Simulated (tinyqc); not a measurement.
Worked calculation: sp3 tight binding, zinc-blende lattice. Computed by tinyqc, a small Python program that keeps every step. Command: `OMP_NUM_THREADS=1 python tinyqc.py 28287 28288 out.jsonl` (the two numbers bound the seeds that draw the settings). One thread of a shared host (Intel(R) Xeon(R) Processor @ 2.60GHz), about 0.01 s of CPU time with the checks.

## Bloch Hamiltonian at k

Parameters chosen for this model: zinc-blende lattice, anion at 0, cation at a/4 (1,1,1); V = eta hbar^2 / (m d^2), hbar^2/m = 7.619964 eV angstrom^2:
```
parameter,value,unit
a,4.970000,angstrom
d,2.152073,angstrom
Es anion,-11.940000,eV
Ep anion,-6.160000,eV
Es cation,-11.940000,eV
Ep cation,-6.160000,eV
eta ss,-1.400000,
eta sp,1.840000,
eta pp sigma,3.240000,
eta pp pi,-0.810000,
V ss,-2.303387,eV
V sp,3.027309,eV
V pp sigma,5.330696,eV
V pp pi,-1.332674,eV
```

k point k (2 pi / a): 0.450000  -0.460000  -0.260000

Slater-Koster rules over the four bonds with direction cosines (l, m, n): ss V_ss; s-px l V_sp; px-s -l V_sp; px-px l^2 V_pps + (1 - l^2) V_ppp; px-py l m (V_pps - V_ppp); each times exp(i k.d).

H(k) at k (eV), lower triangle (Hermitian):
```
,a s,a px,a py,a pz,c s,c px,c py,c pz
a s,-11.940000
a px,0.000000,-6.160000
a py,0.000000,0.000000,-6.160000
a pz,0.000000,0.000000,0.000000,-6.160000
c s,-4.823081-1.571556i,1.396240+3.125738i,-1.352628-3.226521i,-2.755709-1.583724i,-11.940000
c px,-1.396240-3.125738i,1.860331+0.606172i,3.501950+2.012593i,1.718917+4.100257i,0.000000,-6.160000
c py,1.352628+3.226521i,3.501950+2.012593i,1.860331+0.606172i,-1.774339-3.972183i,0.000000,0.000000,-6.160000
c pz,2.755709+1.583724i,1.718917+4.100257i,-1.774339-3.972183i,1.860331+0.606172i,0.000000,0.000000,0.000000,-6.160000
```

## Levels at k

Diagonalise the Hermitian matrix.

eigenvalues (eV): -19.067284  -15.904753  -12.766349  -12.129147  -3.268892  -0.194797  0.007335  2.483887

weights |c|^2 of the basis functions:
```
,band 1,band 2,band 3,band 4,band 5,band 6,band 7,band 8
a s,0.426161,0.158285,0.021464,0.000068,0.340978,0.000422,0.015326,0.037296
a px,0.031182,0.102415,0.089257,0.248103,0.034602,0.208172,0.139382,0.146886
a py,0.032635,0.100272,0.083939,0.251794,0.037167,0.287269,0.062110,0.144814
a pz,0.010022,0.139028,0.305341,0.000035,0.087253,0.004137,0.283181,0.171003
c s,0.426161,0.158285,0.021464,0.000068,0.340978,0.000422,0.015326,0.037296
c px,0.031182,0.102415,0.089257,0.248103,0.034602,0.208172,0.139382,0.146886
c py,0.032635,0.100272,0.083939,0.251794,0.037167,0.287269,0.062110,0.144814
c pz,0.010022,0.139028,0.305341,0.000035,0.087253,0.004137,0.283181,0.171003
```

## Bloch Hamiltonian at G

k point G (2 pi / a): 0  0  0

As before.

H(k) at G (eV), lower triangle:
```
,a s,a px,a py,a pz,c s,c px,c py,c pz
a s,-11.940000
a px,0.000000,-6.160000
a py,0.000000,0.000000,-6.160000
a pz,0.000000,0.000000,0.000000,-6.160000
c s,-9.213548,0.000000,0.000000,0.000000,-11.940000
c px,0.000000,3.553797,0.000000,0.000000,0.000000,-6.160000
c py,0.000000,0.000000,3.553797,0.000000,0.000000,0.000000,-6.160000
c pz,0.000000,0.000000,0.000000,3.553797,0.000000,0.000000,0.000000,-6.160000
```

## Levels at G

As before.

eigenvalues (eV): -21.153548  -9.713797  -9.713797  -9.713797  -2.726452  -2.606203  -2.606203  -2.606203

## Bands along a path

The same steps at evenly spaced points between the labelled ones.

Bands along the path (eV):
```
k,band 1,band 2,band 3,band 4,band 5,band 6,band 7,band 8
L,-18.437805,-17.043004,-12.379145,-12.379145,-3.557816,0.059145,0.059145,2.838625
L-G 0.25,-19.306164,-15.735033,-12.064496,-12.064496,-3.427051,-0.255504,-0.255504,2.268248
L-G 0.50,-20.284907,-13.487535,-11.224940,-11.224940,-3.118619,-1.095060,-1.095060,0.691060
L-G 0.75,-20.928437,-11.047909,-10.215140,-10.215140,-2.820507,-2.104860,-2.104860,-1.403147
G,-21.153548,-9.713797,-9.713797,-9.713797,-2.726452,-2.606203,-2.606203,-2.606203
G-X 0.25,-20.850456,-10.886476,-10.886476,-10.461020,-2.478472,-2.410052,-1.433524,-1.433524
G-X 0.50,-19.953677,-12.926228,-12.926228,-12.252446,-2.148371,-1.845506,0.606228,0.606228
G-X 0.75,-18.509100,-14.480102,-14.480102,-14.441598,-1.756793,-1.492509,2.160102,2.160102
X,-16.615048,-16.615048,-15.044493,-15.044493,-1.484952,-1.484952,2.724493,2.724493
X-W 0.25,-16.615048,-16.615048,-15.044493,-15.044493,-1.484952,-1.484952,2.724493,2.724493
X-W 0.50,-16.615048,-16.615048,-15.044493,-15.044493,-1.484952,-1.484952,2.724493,2.724493
X-W 0.75,-16.615048,-16.615048,-15.044493,-15.044493,-1.484952,-1.484952,2.724493,2.724493
W,-16.615048,-16.615048,-15.044493,-15.044493,-1.484952,-1.484952,2.724493,2.724493
```

With 4 band(s) filled, the highest filled level on these points lies at G and the lowest empty one at L: a gap of 6.1560 eV, indirect.
